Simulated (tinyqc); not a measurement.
Inputs raised by 2 %, one at a time: precursor delivery by bubblers, mass-transport growth and the solid composition of a III-V alloy. Computed by tinyqc, a small Python program. Command: `OMP_NUM_THREADS=1 python tinyqc.py 3021782 3021783 out.jsonl movpe_thermo sens`. One thread of a shared host (Intel(R) Xeon(R) Processor @ 2.30GHz), about 0.02 s of CPU time with the checks.

1 sccm = 44.615 micromol/min; 1 torr = 133.322 Pa. The sources decompose fully at the surface.

Inputs (values chosen for the exercise, modelled on trimethylgallium (source 1) and trimethylindium (source 2) for the vapour pressures): bath temperature T1 = 266 K; bath temperature T2 = 306 K; bubbler pressure p_b = 600 torr; carrier flow F1 = 2 sccm; carrier flow F2 = 250 sccm; total flow F_t = 7 slm; group-V flow F_V = 93 sccm; reactor pressure p = 76 torr; growth temperature T = 970 K; diffusivity at 273 K and 760 torr = 0.39 cm^2/s; flow cross-section A = 40 cm^2; distance from the leading edge z = 4 cm; lattice constant a = 6 angstrom; interaction L0 of the solid = 12.2 kJ/mol; vapour fraction x_v of D among the group-V sources = 0.46; exchange energy dG_x of AC + (1/2) D2 -> AD + (1/2) C2 = -1.2 kJ/mol.

Alloy: mixing on the group-V sites.

constants a, b of source 1 (log10 torr, K): [8.099, 1703]

constants a, b of source 2 (log10 torr, K): [10.52, 3014]

Constants: k_B = 1.380649e-23 J/K; R = 8.314462618 J/(mol K).

Method:
- log10 p_v = a - b/T_bath; molar flow = F x 44.615 x p_v/(p_b - p_v) for a saturated bubbler.
- p_i = p n_i/(44615 F_t), F_t in slm; p_V = p F_V/(1000 F_t), counted per molecule supplied; V/III = 44.615 F_V/(n1 + n2); vapour fraction of source 2 = n2/(n1 + n2).
- Mean velocity u = (F_t/A)(760/p)(T/273); D = D0 (T/273)^1.75 (760/p); boundary layer delta = sqrt(pi D z/u); flux = D dp/(delta k_B T); growth rate = flux x a^3/4.
- At high V/III the group-V pressures at the surface equal those supplied, as dimers: p_D2/p_C2 = x_v/(1 - x_v). Equilibrium of the solid AC(1-x)D(x), A standing for the mix of both group-III metals: ln[x/(1 - x)] + L0 (1 - 2x)/(R T) = -dG_x/(R T) + (1/2) ln[x_v/(1 - x_v)]. Growth rate = rate per torr x (p_1 + p_2). Sensitivity dx/dx_v = [1/(2 x_v (1 - x_v))]/[1/(x (1 - x)) - 2 L0/(R T)].

Runs:
```
input moved                                                      from      to  V/III ratio  vapour fraction of source 2  solid fraction x  growth rate (micrometre/h)
base run                                                            -       -       43.326                      0.91577           0.56862                       7.756
bath temperature T1 (K)                                           266  271.32       41.993                      0.88759           0.56862                       8.002
bath temperature T2 (K)                                           306  312.12       28.520                      0.94455           0.56862                      11.783
bubbler pressure p_b (torr)                                       600     612       44.206                      0.91589           0.56862                       7.602
total flow F_t (slm)                                                7    7.14       43.326                      0.91577           0.56862                       7.680
growth temperature T (K)                                          970   989.4       43.326                      0.91577           0.56229                       7.814
exchange energy dG_x of AC + (1/2) D2 -> AD + (1/2) C2 (kJ/mol)  -1.2  -1.224       43.326                      0.91577           0.57144                       7.756
distance from the leading edge z (cm)                               4    4.08       43.326                      0.91577           0.56862                       7.680
```

Exponents ln(y'/y) / ln(x'/x):
```
input                                                   V/III ratio  vapour fraction of source 2  solid fraction x  growth rate
bath temperature T1                                          -1.578                       -1.578             0.000        1.578
bath temperature T2                                         -21.117                        1.563             0.000       21.117
bubbler pressure p_b                                          1.015                        0.007             0.000       -1.015
total flow F_t                                                0.000                        0.000             0.000       -0.500
growth temperature T                                          0.000                        0.000            -0.565        0.375
exchange energy dG_x of AC + (1/2) D2 -> AD + (1/2) C2        0.000                        0.000             0.250        0.000
distance from the leading edge z                              0.000                        0.000             0.000       -0.500
```

To which inputs is each result most sensitive?

Among the inputs moved here: V/III ratio answers most in size to bath temperature T2 (exponent -21.117), next to bath temperature T1 (-1.578); its exponent is below 0.0005 for total flow F_t, growth temperature T, exchange energy dG_x of AC + (1/2) D2 -> AD + (1/2) C2, distance from the leading edge z. Vapour fraction of source 2 answers most in size to bath temperature T1 (exponent -1.578), and about equally to bath temperature T2 (+1.563); its exponent is below 0.0005 for total flow F_t, growth temperature T, exchange energy dG_x of AC + (1/2) D2 -> AD + (1/2) C2, distance from the leading edge z. Solid fraction x answers most in size to growth temperature T (exponent -0.565), next to exchange energy dG_x of AC + (1/2) D2 -> AD + (1/2) C2 (+0.250); its exponent is below 0.0005 for bath temperature T1, bath temperature T2, bubbler pressure p_b, total flow F_t, distance from the leading edge z. Growth rate answers most in size to bath temperature T2 (exponent +21.117), next to bath temperature T1 (+1.578); its exponent is below 0.0005 for exchange energy dG_x of AC + (1/2) D2 -> AD + (1/2) C2. Its exponent -0.500 in total flow F_t: dilution as 1/F_t against a thinner boundary layer. Its exponent -0.500 in distance from the leading edge z: the boundary layer grows as sqrt(z).

Caution (all rows): the boundary layer is a quarter or more of the root of the cross-section, so it fills much of the channel and depletion along the flow matters.

Extremes, crossings and ranges named in words are read from the listed rows.
